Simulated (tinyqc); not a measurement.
# Double-gate transistor below threshold, two-dimensional Poisson equation on a small mesh: what changes with what

Half of a symmetric double-gate structure: row 0 is the mid-plane of the body, where the normal field vanishes. Mobile charge is neglected (subthreshold), the body is fully depleted, and potentials are counted from the intrinsic level; rows run upward to the gate, columns from source to drain.

Inputs (values chosen for the exercise); semiconductor permittivity close to that of silicon: temperature T = 273 K; relative permittivity of the semiconductor eps_r = 11.8; relative permittivity of the insulator eox = 22; half the body thickness tb = 6 nm; insulator thickness tox = 4.3 nm; channel length L = 37 nm; acceptor density of the depleted body Na = 9.5e17 cm^-3; potential of the source Vbi = 0.6 V; gate offset Vfb = 0.13 V; gate voltage Vg = 0 V; drain voltage Vd = 0.7 V.

Constants: q = 1.602176634e-19 C, kB = 1.380649e-23 J/K, Vt = kB T/q, eps0 = 8.8541878128e-14 F/cm where lengths are in cm. Results are converted to the units shown.

Each table varies one quantity; the others keep the values above.

## Refining the mesh

The mesh has 2 c steps in the semiconductor (rows from 0 up to the interface), c steps in the insulator and 8 c along the channel, each uniform. Box integration, divided by eps0: up_i = eps hy/h of the interval above row i, dn_i = that of the interval below (0 for row 0), lat_i = (sum of eps h/2 over the intervals above and below)/hy, s_i = -q Na w_i hy/eps0 with w_i the semiconductor height of the box (hs/2 for row 0 and the interface row, hs between, 0 in the insulator). Each free node obeys (up + dn + 2 lat) psi = up psi(above) + dn psi(below) + lat [psi(left) + psi(right)] + s. Fixed values: gate row Vg - Vfb; column 0 at Vbi and the last column at Vbi + Vd in the semiconductor, each running linearly to Vg - Vfb across the insulator. The system is solved directly; psi is read on row 0 at mid-channel.

Refining the mesh:

| c | unknowns | psi at mid-channel (V) | d psi/dVg |
|---|---|---|---|
| 1 | 21 | -0.052084 | 0.88841 |
| 2 | 90 | -0.069181 | 0.90385 |
| 3 | 207 | -0.072311 | 0.90667 |
| 4 | 372 | -0.073402 | 0.90766 |
| 6 | 846 | -0.074180 | 0.90836 |
| 8 | 1512 | -0.074452 | 0.90860 |
| 12 | 3420 | -0.074646 | 0.90878 |

psi at mid-channel goes from -0.05208 V on the coarsest mesh to -0.07465 V on the finest, a difference of 23 mV. d psi/dVg changes by 0.015 from c = 1 to 2, by 0.0038 from 2 to 4 and by 9.5e-4 from 4 to 8, a ratio of 4.0 between the last two, near the 4 of a second-order scheme.

## Effect of the relative permittivity of the insulator

Mesh: rows i = 0..12 in the semiconductor (step hs = tb/12, row 12 on the interface), then 8 step(s) ho = tox/8 up to the gate row 20; columns j = 0..80 (step hy = L/80). The system is solved directly. On row 0 the minimum of psi and its place come from a parabola through the three lowest nodes; barrier = Vbi - minimum, swing = Vt ln 10/(d psi/dVg), DIBL = (d psi/dVd)/(d psi/dVg) there. Lambda = pi/k with k the smallest positive root of tan(k tox) tan(k tb) = eox/eps_r.

Effect of the relative permittivity of the insulator:

| eox | L/Lambda | barrier (V) | place y/L | swing (mV/decade) | DIBL (mV/V) |
|---|---|---|---|---|---|
| 3.9 | 1.203 | 0.5050 | 0.4172 | 81.08 | 169.7 |
| 5.9 | 1.416 | 0.5683 | 0.4288 | 72.01 | 113.0 |
| 8.8 | 1.634 | 0.6158 | 0.4376 | 66.38 | 77.45 |
| 13 | 1.850 | 0.6497 | 0.4443 | 62.83 | 54.84 |
| 20 | 2.081 | 0.6754 | 0.4499 | 60.35 | 38.98 |
| 30 | 2.282 | 0.6912 | 0.4539 | 58.88 | 29.64 |

What does the table show?

As eox goes from 3.9 to 30, the barrier rises from 0.505 to 0.691 V, the swing falls from 81.1 to 58.9 mV a decade and DIBL falls from 170 to 29.6 mV/V; the ideal swing is 54.2. L/Lambda goes from 1.2 to 2.3.

## Choice of the relaxation factor

Mesh: rows i = 0..3 in the semiconductor (step hs = tb/3, row 3 on the interface), then 2 step(s) ho = tox/2 up to the gate row 5; columns j = 0..7 (step hy = L/7). Sweeps go row by row from row 0, left to right, psi(new) = psi + omega (t - psi) with t the value that solves the node equation for the newest neighbours; free nodes start at zero; stop when the largest change is below 1e-7 V.

Choice of the relaxation factor:

| omega | sweeps |
|---|---|
| 1 | 77 |
| 1.1 | 63 |
| 1.2 | 51 |
| 1.3 | 41 |
| 1.4 | 30 |
| 1.5 | 25 |
| 1.6 | 33 |
| 1.7 | 46 |
| 1.8 | 70 |
| 1.9 | 146 |

What does the table show?

Gauss-Seidel (omega = 1) takes 77 sweeps; the fewest, 25, are at omega = 1.5, and omega = 1.9 takes 146. The Jacobi matrix of this mesh has spectral radius rho = 0.9299, so theory puts the best factor at 2/(1 + sqrt(1 - rho^2)) = 1.46.

tinyqc, about 0.1 s, one thread, Intel Xeon 2.30GHz (shared host): `OMP_NUM_THREADS=1 python tinyqc.py 2480048 2480049 out.jsonl`
